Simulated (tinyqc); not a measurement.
Two-dimensional electron gas with Rashba and Dresselhaus coupling: one step. Scales. Four cases, with inputs chosen for the exercise.

Question. b1; mean Fermi wave vector k0 = sqrt(2 pi n) (1e11/cm^2 = 1e-5/angstrom^2); E0 = c k0^2/m; b3 = gam k0^2/4; kR = al m/(2c) and ER = al kR/2, the shift and depth of a pure Rashba band.

H = c k^2/m + al (ky sx - kx sy) + b1 (kx sx - ky sy) + gam kx ky (kx sy - ky sx), s the Pauli matrices, x = [100], c = hbar^2/2m0, b1 = gam (pi/L)^2 (hard walls). H = c k^2/m + B.s, so E = c k^2/m -/+ |B| and the lower state has its spin along -B.

Constants: hbar^2/2m0 = 3.80998211 eV angstrom^2.

Case 1.

Values chosen (of the size met in GaAs; shifted at random, so the results belong to these values and not to a real crystal): m = 0.0681 m0 (mass); al = 0.018 eV angstrom (Rashba constant); gam = 10.6 eV angstrom^3 (bulk Dresselhaus constant); L = 170 angstrom (width of the (001) well); n = 2.4 1e11/cm^2 (sheet density (one subband filled)).

Case 2.

Values chosen (of the size met in GaN; shifted at random, so the results belong to these values and not to a real crystal): m = 0.2256 m0 (mass); al = 0.0056 eV angstrom (Rashba constant); gam = 0 eV angstrom^3 (bulk Dresselhaus constant); L = 149 angstrom (width of the (001) well); n = 6.7 1e11/cm^2 (sheet density (one subband filled)).

Case 3.

Values chosen (of the size met in InSb; shifted at random, so the results belong to these values and not to a real crystal): m = 0.0139 m0 (mass); al = 0.56 eV angstrom (Rashba constant); gam = 376.8 eV angstrom^3 (bulk Dresselhaus constant); L = 203 angstrom (width of the (001) well); n = 9.7 1e11/cm^2 (sheet density (one subband filled)).

Case 4.

Values chosen (of the size met in GaN; shifted at random, so the results belong to these values and not to a real crystal): m = 0.237 m0 (mass); al = 0.0062 eV angstrom (Rashba constant); gam = 0 eV angstrom^3 (bulk Dresselhaus constant); L = 105 angstrom (width of the (001) well); n = 7.2 1e11/cm^2 (sheet density (one subband filled)).

Give: b1; k0; E0; b3; kR; ER.

Answer.

Case 1.

b1 = 0.003620 eV angstrom
k0 = 0.01228 1/angstrom
E0 = 8.437 meV
b3 = 0.0003996 eV angstrom
kR = 0.0001609 1/angstrom
ER = 0.001448 meV

The ratio al/(b1 - b3) is 5.59; kR is 1.3 % of k0.

Case 2.

b1 = 0 eV angstrom
k0 = 0.02052 1/angstrom
E0 = 7.109 meV
b3 = 0 eV angstrom
kR = 0.0001658 1/angstrom
ER = 0.0004642 meV

There is no Dresselhaus term; kR is 0.8 % of k0.

Case 3.

b1 = 0.09024 eV angstrom
k0 = 0.02469 1/angstrom
E0 = 167.055 meV
b3 = 0.05741 eV angstrom
kR = 0.001022 1/angstrom
ER = 0.2860 meV

The ratio al/(b1 - b3) is 17.06; kR is 4.1 % of k0.

Case 4.

b1 = 0 eV angstrom
k0 = 0.02127 1/angstrom
E0 = 7.273 meV
b3 = 0 eV angstrom
kR = 0.0001928 1/angstrom
ER = 0.0005978 meV

There is no Dresselhaus term; kR is 0.9 % of k0.

Computed by tinyqc, one run a case: `OMP_NUM_THREADS=1 python tinyqc.py N N+1 out.jsonl` with N = 1450374, 1450420, 1450525, 1450770; one thread of a shared Intel(R) Xeon(R) Processor @ 2.30GHz, about 0.01 s a run at most.
